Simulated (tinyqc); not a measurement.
# One-dimensional ballistic tunnel FET, two-band WKB: what changes with what

A p-type source for x < 0 with its Fermi level at 0 and its valence edge at ds; in the channel the bands fall as D exp(-x/lam) towards their flat values, with the conduction edge at Ec = ds - dP and D = dP + Eg. The gate moves dP one to one. The drain Fermi level lies at -Vd and the drain side reflects nothing. For w = E - Ec between 0 and dP an electron crosses the gap. Two-band dispersion with equal masses m: inside the gap kappa = sqrt(m u (1 - u/Eg)/C), u the distance from a band edge, C = hbar^2/(2 m0).

Parameters, values chosen for the exercise; band and dielectric values close to those of In0.53Ga0.47As:
```
symbol  value  unit                                           meaning
T         300     K                                       temperature
Eg      0.754    eV                                          band gap
m       0.048    m0              band-edge mass of the two-band model
lam       1.9    nm           screening length of the source junction
ds       0.03    eV  source valence edge above the source Fermi level
Vd        0.1     V                                        drain bias
g           2              number of degenerate subbands (spin apart)
dP       0.47    eV        tunnelling window Ev(source) - Ec(channel)
```

Constants: q = 1.602176634e-19 C, kB = 1.380649e-23 J/K, hbar = 1.054571817e-34 J s, h = 6.62607015e-34 J s, m0 = 9.1093837015e-31 kg, Vt = kB T/q, hbar^2/(2 m0) = 0.0380998212 eV nm^2. Results are converted to the units shown.

Each table varies one quantity; the others keep the values above.

## Effect of the band gap with the mass tied to it

The mass follows the gap, m = 0.048 Eg/0.754 eV. S(w) = 2 lam int_0^Eg kappa(u) du/(w + Eg - u) = 2 pi lam sqrt(m/(C Eg)) [w + Eg/2 - sqrt(w (w + Eg))], T(w) = exp(-S). I = g (2 q^2/h) int_0^dP T(w) [f(E) - f(E + Vd)] dw, E = ds - dP + w, f(x) = 1/(1 + exp(x/Vt)). Swing = d(dP)/d(log10 I).

Results:
```
Eg (eV)  T(w = dP)  I (uA)  swing (mV/decade)
0.2         0.8725   12.25               6499
0.37        0.6626   8.912               2528
0.54        0.4551   5.827               1497
0.71        0.2897   3.526               1054
0.89        0.1682   1.942              802.8
1.23       0.05237  0.5488              558.2
1.4        0.02766  0.2768              486.7
```

Estimate the missing row, Eg = 1.06 eV.

Computed row:
```
Eg (eV)  T(w = dP)  I (uA)  swing (mV/decade)
1.06       0.09579   1.053              657.2
```

With this row back in the table: T(w = dP) falls from 0.872 to 0.0277 and I falls from 12.3 to 0.277 uA; the swing falls from 6500 to 487 mV/decade. With m/Eg fixed, S depends on the gap only through w + Eg/2 - sqrt(w (w + Eg)). For Eg = 0.2, 0.37, 0.54, 0.71, 0.89 S at w = dP is below 2, where a WKB prefactor of 1 is a rough guess.

## Output curve

Same model as above.

Result of one run:
```
Vd (V)  I (uA)
0.16     4.688
```

What becomes of these results when the drain bias Vd is changed from 0.16 to 0.38 V, all else the same?

Result of the changed run:
```
Vd (V)  I (uA)
0.38     8.021
```

The whole series:
```
Vd (V)  I (uA)
0.02    0.5833
0.09     2.768
0.16     4.688
0.24     6.387
0.31     7.416
0.38     8.021
0.45     8.255
0.53     8.294
0.6      8.296
```

I rises from 0.583 to 8.30 uA; it reaches 95 % of the last value at Vd = 0.38 V among the rows. The drain Fermi level passes the channel conduction edge at Vd = dP - ds = 0.440 V, after which the back flow dies out. The window dP is held fixed. In every row S at w = dP is below 2, where a WKB prefactor of 1 is a rough guess.

tinyqc, about 0.01 s, one thread, Intel Xeon 2.30GHz (shared host): `OMP_NUM_THREADS=1 python tinyqc.py 2620120 2620121 out.jsonl`
